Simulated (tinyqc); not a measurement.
Two-band tight binding of a puckered layer, step by step. Values are carried at full precision from step to step, so a last printed digit may differ when a step is redone from the rounded ones.

With X = kx ax/2 and Y = ky ay/2: h = t2 + 2 cos(Y) (t1 exp(iX) + t3 exp(-iX)) + t5 exp(2iX), d = 4 t4 cos(X) cos(Y), H = [[d, h], [h*, d]], E = d -/+ |h|.

Constants: hbar^2/2m0 = 3.80998211 eV angstrom^2.

Values chosen for the exercise (near a published set for monolayer black phosphorus; the results hold for these values, not for the real material): ax = 4.49 angstrom (period along x (armchair)); ay = 3.25 angstrom (period along y (zigzag)); t1 = -1.221 eV (along the zigzag); t2 = 3.648 eV (across the pucker); t3 = -0.21 eV (second in the sheet); t4 = -0.102 eV (same sublattice); t5 = -0.056 eV (far across); k = (0.59, 0.76) 1/angstrom (wave vector).

## One k point

Form X, Y, h, d and the levels.

X, Y (rad): 1.32455  1.23500

h = 3.4675-0.6727i eV
d = -0.0328 eV

levels (eV): -3.5649  3.4993

## Expansion about Gamma

h = h0 + i chi kx + gx kx^2 + gy ky^2 and d = 4 t4 + ex kx^2 + ey ky^2, with h0 = t2 + 2 t1 + 2 t3 + t5, chi = ax (t1 - t3 + t5), gx = -ax^2 ((t1 + t3)/4 + t5/2), gy = -ay^2 (t1 + t3)/4, ex = -t4 ax^2/2, ey = -t4 ay^2/2. The gap is 2 h0.

h0 = 0.7300 eV
gap = 1.4600 eV
chi = -4.7908 eV angstrom

gx, gy, ex, ey (eV angstrom^2): 7.7768  3.7787  1.0282  0.5387

## Masses

Electrons: c/(ex + gx + chi^2/(2 h0)) along x, c/(ey + gy) along y; holes: the same with -ex and -ey; c = hbar^2/2m0. The coefficients stand in the order gx, gy, ex, ey.

masses (m0):
```
,x,y
electron,0.1553,0.8825
hole,0.1696,1.1759
```

density-of-states mass sqrt(mx my) (m0): electron 0.3703, hole 0.4465

my/mx: electron 5.68, hole 6.93

Along x the term chi^2/(2 h0) = 15.72 eV angstrom^2 couples the bands and makes both carriers light; along y it is absent.

## Checks

- Electron mass along x against a finite difference of the band: 0.1553 against 0.1554.

Run: tinyqc, `OMP_NUM_THREADS=1 python tinyqc.py 1480798 1480799 out.jsonl`; Intel(R) Xeon(R) Processor @ 2.30GHz, one thread, shared host; about 0.01 s of CPU time with all checks.
